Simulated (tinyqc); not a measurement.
Single-oscillator infrared dielectric function of a polar cubic crystal. Softening the TO mode. Computed by tinyqc, a small Python program. Command: `OMP_NUM_THREADS=1 python tinyqc.py 3031861 3031862 out.jsonl infrared sweep`. One thread of a shared host (Intel(R) Xeon(R) Processor @ 2.30GHz), about 0.01 s of CPU time with the checks.

One ion pair, charges +Z* and -Z*, in a cell of volume Omega = a^3/4. Frequencies omega are given as wavenumbers (1/cm); eps_s is the static dielectric constant.

Inputs (values chosen for the exercise, modelled on gallium phosphide):

| quantity | value | unit |
|---|---|---|
| lattice constant a | 5.451 | angstrom |
| mass M_A | 69.72 | u |
| mass M_B | 30.97 | u |
| Born charge Z* | 2.11 | e |
| eps_inf | 9.29 | - |

Structure: zinc blende. Free carriers: absent.

Constants: nu for 1 eV/(angstrom^2 u) = 15.6333042 THz; 1 THz = 33.35640952 1/cm; e^2/(4 pi eps_0) = 14.39964548 eV angstrom.

Method. mu = M_A M_B/(M_A + M_B); ionic plasma term W^2 = 4 pi Z*^2 (e^2/(4 pi eps_0))/(Omega mu) in eV/(angstrom^2 u), turned into 1/cm by W = 15.6333042 x 33.35640952 x sqrt(W^2); omega_LO^2 = omega_TO^2 + W^2/eps_inf; eps_s = eps_inf + W^2/omega_TO^2; Szigeti charge 3 Z*/(eps_inf + 2); longitudinal (Callen) charge Z*/eps_inf.

One run for each value:

| omega_TO (1/cm) | eps_s | omega_LO (1/cm) | W (1/cm) |
|---|---|---|---|
| 43 | 145.74 | 170.31 | 502.29 |
| 60 | 79.37 | 175.38 | 502.29 |
| 82 | 46.81 | 184.07 | 502.29 |
| 110 | 30.14 | 198.14 | 502.29 |
| 150 | 20.50 | 222.84 | 502.29 |
| 210 | 15.01 | 266.94 | 502.29 |
| 290 | 12.29 | 333.55 | 502.29 |
| 400 | 10.87 | 432.62 | 502.29 |
| 540 | 10.16 | 564.59 | 502.29 |

Over the rows, eps_s falls from 146 to 10.2 (exponent d ln y / d ln x -1.8 between the first rows and -0.23 between the last); omega_LO (1/cm) rises from 170 to 565 (exponent d ln y / d ln x 0.088 between the first rows and 0.89 between the last); W (1/cm) does not change. As omega_TO softens, eps_s - eps_inf grows as 1/omega_TO^2 while omega_LO tends to W/sqrt(eps_inf) = 165 per cm: the Lyddane-Sachs-Teller picture of a ferroelectric soft mode.
